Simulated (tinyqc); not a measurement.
Phonon transmission through an interface between two chains by Green functions. Changing the junction spring k_b. Computed by tinyqc, a small Python program. Command: `OMP_NUM_THREADS=1 python tinyqc.py 3006842 3006843 out.jsonl agf sweep`. One thread of a shared host (Intel(R) Xeon(R) Processor @ 2.30GHz), about 0.03 s of CPU time with the checks.

Two semi-infinite chains (masses m_1, m_2; springs k_1, k_2), motion along the chain. The central region holds the end atom of each chain and one interlayer atom of mass m_b, joined by springs k_b. lambda = omega^2 in eV/(angstrom^2 u); nu = 15.6333042 THz x sqrt(lambda).

Inputs (values chosen for the exercise, for two model chains):
```
quantity                          value           unit
mass m_1                           33.1              u
spring k_1                         4.61  eV/angstrom^2
mass m_2                            154              u
spring k_2                         3.59  eV/angstrom^2
interlayer mass m_b                40.4              u
probe frequency / lower band top    0.9              -
temperature T                       100              K
```

Atoms in the interlayer: one.

Constants: nu for 1 eV/(angstrom^2 u) = 15.6333042 THz; h x 1 THz = 4.135667696 meV; k_B = 8.617333262e-05 eV/K; k_B = 1.380649e-23 J/K; h = 6.62607015e-34 J s.

Method:
- nu_max = 15.6333042 THz x 2 sqrt(k/m); impedance Z = sqrt(k m); long-wave transmission 4 Z_1 Z_2/(Z_1 + Z_2)^2; the probe frequency is the given share of the lower band top.
- In chain i, sin(q_i a/2) = nu/nu_max,i. An outgoing wave makes the next atom move as exp(i q_i a) times the end atom, so the lead adds the self-energy Sigma_i = -k_i exp(i q_i a) to the force-constant matrix; Gamma_i = -2 Im Sigma_i = 2 k_i sin(q_i a).
- A = lambda M - K - Sigma over the central atoms, with K_ii the sum of the springs at i, K_(i,i+1) = -k_b; G = inverse of A; transmission = Gamma_1 Gamma_2 |G_(first,last)|^2.
- Landauer conductance G = k_B int tau(nu) x^2 e^x/(e^x - 1)^2 d nu, x = h nu/(k_B T), from 0 to the lower band top (240 Gauss-Legendre points in s from 0 to 1, nu = nu_top sin(pi s/2)); tau is the transmission, and its thermal mean is G over the value for tau = 1 in the same window; the quantum is g_0 = pi^2 k_B^2 T/(3 h).

One run for each value; columns: (1) junction spring k_b (eV/angstrom^2); (2) conductance G (pW/K); (3) thermal mean of the transmission; (4) transmission; (5) long-wave transmission:
```
(1)       (2)      (3)         (4)      (5)
0.24    8.602  0.14930  4.2074e-05  0.90318
0.45   15.371  0.26678  8.4286e-04  0.90318
0.86   26.523  0.46034  3.9372e-02  0.90318
1.60   37.088  0.64370  6.4207e-01  0.90318
3.00   44.643  0.77484  5.4852e-01  0.90318
5.70   47.859  0.83065  6.6251e-01  0.90318
11.00  44.050  0.76454  4.9712e-01  0.90318
20.00  41.080  0.71300  3.7960e-01  0.90318
```

What does the table show, and why?

Over the rows, conductance G (pW/K) goes from 8.60 through a maximum among these rows, 47.9 at 5.70, to 41.1; thermal mean of the transmission goes from 0.149 through a maximum among these rows, 0.831 at 5.70, to 0.713; transmission lies between 4.21e-5 and 0.663 without a single trend. The exponent of long-wave transmission stays at 0: long waves do not see the junction. G is largest among these rows at k_b = 5.7, against k_1 = 4.61 and k_2 = 3.59; weak bonds reflect all but the longest waves and those near resonances of the interlayer. Left out: 0.0680, 0.130 (the run failed its checks).

Extremes, crossings and ranges named in words are read from the listed rows.
